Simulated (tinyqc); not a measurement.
# Six-transistor SRAM cell, nodal equations and margins: two studies

Two cross-coupled inverters (pull-down bn, pull-up bp) hold the nodes Q and QB; access transistors (ba, threshold VTn, gate on the word line at Vdd when selected) join them to the bit lines. Transistor (EKV form, voltages against the body): I = 2 n b Vt^2 [F(vp - Vs) - F(vp - Vd)] from drain to source, F(v) = ln^2(1 + exp(v/(2 Vt))), vp = (Vg - VT + sg |Vd - Vs|)/n. n-channel bodies are at 0; for the p-channel device all voltages are counted down from Vdd. b in uA/V^2 gives I in uA. For an access transistor the bit line is the drain and the node the source. In a read both bit lines are at Vdd. The cell is symmetric (no mismatch).

Inputs (values chosen for the exercise): temperature T = 300 K; supply voltage Vdd = 0.75 V; slope factor n = 1.41; drain-induced barrier lowering sg = 0.1; n-channel threshold VTn = 0.44 V; p-channel threshold (magnitude) VTp = 0.42 V; gain factor of the pull-down transistor bn = 410 uA/V^2; gain factor of the access transistor ba = 200 uA/V^2; gain factor of the pull-up transistor bp = 230 uA/V^2.

Constants: q = 1.602176634e-19 C, kB = 1.380649e-23 J/K, Vt = kB T/q. Results are converted to the units shown.

Each table varies one quantity; the others keep the values above.

## Effect of the supply voltage

f(x) is the node voltage of one half-cell for input x: In = Ip in hold, In = Ip + Ia in a read. Static noise margin: side of the largest square between the curve (x, f(x)) and its mirror image (f(y), y); with h(c) the root x of f(x) - x = c, it is the maximum over c > 0 of h(c) - h(-c) + c. Q is the low node in a read and Iread the current of its access transistor. The write trip is the voltage to which the bit line of the high node must fall (the other staying at Vdd) for that state to vanish; higher is easier, and a negative value means that a grounded bit line does not write.

Results:
```
Vdd (V)  hold margin (mV)  read margin (mV)  Q in a read (mV)  Iread (uA)  write trip (mV)
0.4                 150.7             91.20             22.99     0.08799            37.08
0.5                 194.8             116.3             29.38      0.5808            48.36
0.6                 238.0             142.0             38.74       2.027            60.26
0.85                337.1             208.6             71.27       10.66            90.72
1                   386.9             244.3             92.87       19.16            109.4
```

Estimate the missing row, Vdd = 0.7 V.

Computed row:
```
Vdd (V)  hold margin (mV)  read margin (mV)  Q in a read (mV)  Iread (uA)  write trip (mV)
0.7                 279.7             168.7             50.73       4.634            72.40
```

With this row back in the table: As Vdd goes from 0.4 to 1 V, the read margin rises from 91.2 to 244 mV, the write trip rises from 37.1 to 109 mV and Iread rises from 0.0880 to 19.2 uA. The read margin is 0.61 of the hold margin in the first row and 0.63 in the last. At Vdd = 0.4 V the read margin is under 100 mV, which threshold mismatch, left out here, can use up in a large array.

## Effect of the gain factor of the pull-up transistor

Same model as above.

Result of one run:
```
bp (uA/V^2)  hold margin (mV)  read margin (mV)  Q in a read (mV)  Iread (uA)  write trip (mV)
98                      295.2             169.6             57.36       6.366            140.6
```

What becomes of these results when the gain factor of the pull-up transistor bp is changed from 98 to 200 uA/V^2, all else the same?

Result of the changed run:
```
bp (uA/V^2)  hold margin (mV)  read margin (mV)  Q in a read (mV)  Iread (uA)  write trip (mV)
200                     299.3             180.2             57.36       6.366            90.24
```

The whole series:
```
bp (uA/V^2)  hold margin (mV)  read margin (mV)  Q in a read (mV)  Iread (uA)  write trip (mV)
68                      291.7             164.1             57.36       6.366            161.5
98                      295.2             169.6             57.36       6.366            140.6
140                     297.8             174.9             57.36       6.366            117.2
200                     299.3             180.2             57.36       6.366            90.24
290                     299.7             185.6             57.36       6.366            57.30
410                     299.0             190.5             57.36       6.366            21.09
```

As bp goes from 68 to 410 uA/V^2, the read margin rises from 164 to 191 mV, the write trip falls from 162 to 21.1 mV and Iread stays near 6.37 uA. The read margin is 0.56 of the hold margin in the first row and 0.64 in the last. Read stability and write ability pull in opposite directions.

Numbers from tinyqc (`OMP_NUM_THREADS=1 python tinyqc.py 2340065 2340066 out.jsonl`; about 0.1 s on one thread of a shared Intel Xeon 2.30GHz).
